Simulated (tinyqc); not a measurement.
Self-heating of a transistor with one or more fingers, with temperature-dependent conductivity: one step, computed by the program tinyqc. Command: `OMP_NUM_THREADS=1 python tinyqc.py 3018069 3018070 out.jsonl selfheat walk`. One thread of a shared host (Intel(R) Xeon(R) Processor @ 2.30GHz), about 0.08 s of CPU time with the checks.

N long parallel fingers lie on the top face of a slab whose bottom is held at T_0; the top is otherwise insulated, and heat flows in two dimensions. P in W/mm is 1000 P in W/m.

Task: Linear temperature rise of each finger. theta_i = (P/(pi kappa_0)) [g_0 + sum over j != i of g(|i - j| s)], with equal powers and constant conductivity; thermal resistance = largest theta/P.

Inputs (values chosen for the exercise, modelled on germanium): conductivity at the base temperature kappa_0 = 57.6 W/(m K); power per gate width P = 0.65 W/mm; fingers N = 3.

Power: power rises with temperature.

own factor g_0 = 6.539882

g(j s), j = 1..7: [1.640596, 0.984343, 0.636368, 0.421908, 0.282600, 0.190131, 0.128172]

Give: theta of each finger; largest theta; thermal resistance.

Result:

theta of each finger (K): [32.920, 35.278, 32.920]

largest theta = 35.278 K

thermal resistance = 54.273 K mm/W

The neighbours supply 33 % of the rise of the hottest finger, which runs 2.4 K above the outer ones.
